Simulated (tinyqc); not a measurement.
Stretching all distances: RHF, UHF, MP2, CISD and CCSD against full CI in the sto-3g basis, for BeH2, spin multiplicity 1. Computed by the program tinyqc with PySCF. All coordinates are multiplied by the scale. c0^2 is the weight of the RHF determinant in the lowest singlet FCI state (UHF is spin-contaminated and may lie near states of higher spin) and n(LUMO) the first natural occupation beyond the occupied space.

Geometry (angstrom):

| atom | x | y | z |
|---|---|---|---|
| Be | 0.0000 | 0.0000 | 0.0000 |
| H | 0.0000 | 1.2390 | 0.0530 |
| H | 0.0000 | -1.2390 | 0.0530 |

Full CI energy (hartree) and errors against it (kcal/mol):

| scale | distance 1-2 (angstrom) | E(FCI) | RHF | UHF | MP2 | CISD | CCSD | <S^2> UHF | c0^2 | n(LUMO) |
|---|---|---|---|---|---|---|---|---|---|---|
| 1.000 | 1.240 | -15.59038 | 19.797 | 19.797 | 6.391 | 0.386 | 0.212 | 0.000 | 0.976 | 0.023 |
| 1.170 | 1.451 | -15.58409 | 25.725 | 25.725 | 9.143 | 0.670 | 0.327 | 0.000 | 0.964 | 0.039 |
| 1.340 | 1.662 | -15.53903 | 34.721 | 34.721 | 13.562 | 1.323 | 0.588 | 0.000 | 0.941 | 0.069 |
| 1.510 | 1.873 | -15.48097 | 47.545 | 47.501 | 20.201 | 2.732 | 1.162 | 0.056 | 0.900 | 0.125 |
| 1.680 | 2.083 | -15.42448 | 65.179 | 48.820 | 29.777 | 5.561 | 2.359 | 0.834 | 0.831 | 0.224 |
| 1.850 | 2.294 | -15.37914 | 88.811 | 39.132 | 43.187 | 10.440 | 4.255 | 1.158 | 0.713 | 0.399 |
| 2.020 | 2.505 | -15.35135 | 119.314 | 31.150 | 60.857 | 15.969 | 4.851 | 1.270 | 0.538 | 0.650 |

What does the comparison show, and why?

UHF parts from RHF first at scale 1.51 of those listed, where <S^2> leaves zero. The weight c0^2 goes from 0.98 to 0.54 and n(LUMO) from 0.02 to 0.65: static correlation grows as the bonds break into open-shell fragments. The spread of the error along the curve, which distorts its shape, is CCSD 4.6, CISD 15.6, UHF 29.0, MP2 54.5, RHF 99.5 kcal/mol. The table stops here: at scale 2.19 and beyond, the reference weight falls under 0.45 or RHF, UHF or CCSD hop between solutions, so those rows were left out and the spreads given cover only the rows shown. As computed, partly on other solutions, the errors there reach in size RHF 186, UHF 29, MP2 86, CISD 19, CCSD 3 kcal/mol.
